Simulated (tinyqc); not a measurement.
# MOSFET in the linear regime without short-channel effects, parameter extraction from computed curves: what changes with what

Inversion charge Q = Cox n Vt W0(exp((Vg - VT)/(n Vt))), W0 the Lambert function and n = nf; u = Q/Cox; mobility mu = mu0/(1 + th1 u + th2 u^2); channel resistance Rch = (L - dL)/(W mu Q); Id = Vd/(Rch + Rsd/W). Cox = eps0 eox/tox. Small Vd, no channel-length or drain effects.

Inputs (values chosen for the exercise); channel values of the order met in silicon transistors:

| symbol | value | unit | meaning |
|---|---|---|---|
| T | 300 | K | temperature |
| eox | 9.16 |  | relative permittivity of the gate insulator (close to aluminium oxide) |
| tox | 18 | nm | insulator thickness |
| mu0 | 300 | cm^2/(V s) | low-field mobility |
| th1 | 0.29 | 1/V | first mobility attenuation factor |
| th2 | 0.07 | 1/V^2 | second mobility attenuation factor |
| VT | 0.26 | V | threshold voltage |
| nf | 1.08 |  | body factor |
| W | 1 | um | gate width |
| L | 0.25 | um | drawn gate length |
| dL | 0.014 | um | drawn less effective length |
| Rsd | 450 | ohm um | source plus drain resistance |
| Vd | 0.05 | V | drain voltage |

Constants: q = 1.602176634e-19 C, kB = 1.380649e-23 J/K, Vt = kB T/q, eps0 = 8.8541878128e-14 F/cm where lengths are in cm. Results are converted to the units shown.

Each table varies one quantity; the others keep the values above.

## Extraction methods against the second mobility attenuation factor

From the continuous curve Id(Vg): tangent at peak gm (V_ext = Vg - Id/gm); constant current Id = 0.1 uA W/L; peak of d2Id/dVg2; Y = Id/sqrt(gm) drawn through Vg = VT + 0.6 and VT + 0.8 V, with intercept VT_Y and slope s. Mobilities gm,max L/(W Cox Vd) and s^2 L/(W Cox Vd) with the drawn L. Last column: share of Rsd/W in the total resistance at VT + 0.8 V.

Extraction methods against the second mobility attenuation factor:

| th2 (1/V^2) | V_ext (V) | constant current (V) | second derivative (V) | VT_Y (V) | mobility from gm (cm^2/(V s)) | mobility from Y (cm^2/(V s)) | series share (%) |
|---|---|---|---|---|---|---|---|
| 0 | 0.264 | 0.255 | 0.252 | 0.304 | 229 | 291 | 13.2 |
| 0.06 | 0.264 | 0.255 | 0.252 | 0.318 | 228 | 312 | 12.9 |
| 0.12 | 0.263 | 0.255 | 0.252 | 0.333 | 227 | 335 | 12.6 |
| 0.18 | 0.263 | 0.255 | 0.252 | 0.348 | 226 | 361 | 12.4 |
| 0.24 | 0.263 | 0.255 | 0.252 | 0.363 | 226 | 389 | 12.1 |
| 0.3 | 0.262 | 0.255 | 0.252 | 0.378 | 225 | 421 | 11.9 |
| 0.36 | 0.262 | 0.255 | 0.252 | 0.393 | 224 | 456 | 11.7 |

The model has VT = 0.26 V and mu0 = 300 cm^2/(V s). Over the table the extracted thresholds move by 2.6 mV (tangent), under 0.5 mV (constant current), under 0.5 mV (second derivative), 89 mV (Y function). The mobility from gm falls from 229 to 224 and that from Y rises from 291 to 456 cm^2/(V s).

## Extraction methods against the source plus drain resistance

Same model as above.

Extraction methods against the source plus drain resistance:

| Rsd (ohm um) | V_ext (V) | constant current (V) | second derivative (V) | VT_Y (V) | mobility from gm (cm^2/(V s)) | mobility from Y (cm^2/(V s)) | series share (%) |
|---|---|---|---|---|---|---|---|
| 0 | 0.273 | 0.255 | 0.253 | 0.321 | 247 | 316 | 0 |
| 50 | 0.271 | 0.255 | 0.253 | 0.321 | 245 | 316 | 1.61 |
| 100 | 0.270 | 0.255 | 0.253 | 0.321 | 242 | 316 | 3.17 |
| 200 | 0.268 | 0.255 | 0.253 | 0.321 | 238 | 316 | 6.15 |
| 400 | 0.265 | 0.255 | 0.252 | 0.321 | 230 | 316 | 11.6 |
| 800 | 0.259 | 0.255 | 0.251 | 0.321 | 217 | 316 | 20.8 |
| 1500 | 0.253 | 0.255 | 0.249 | 0.321 | 199 | 316 | 32.9 |

The model has VT = 0.26 V and mu0 = 300 cm^2/(V s). Over the table the extracted thresholds move by 20 mV (tangent), 0.51 mV (constant current), 3.5 mV (second derivative), under 0.5 mV (Y function). The mobility from gm falls from 247 to 199 and that from Y stays near 316 cm^2/(V s). Y cancels the series resistance, which multiplies Id and sqrt(gm) by the same factor.

Computed by the program tinyqc: `OMP_NUM_THREADS=1 python tinyqc.py 2210070 2210071 out.jsonl`, one thread of a shared Intel Xeon 2.30GHz, about 0.01 s for the whole run.
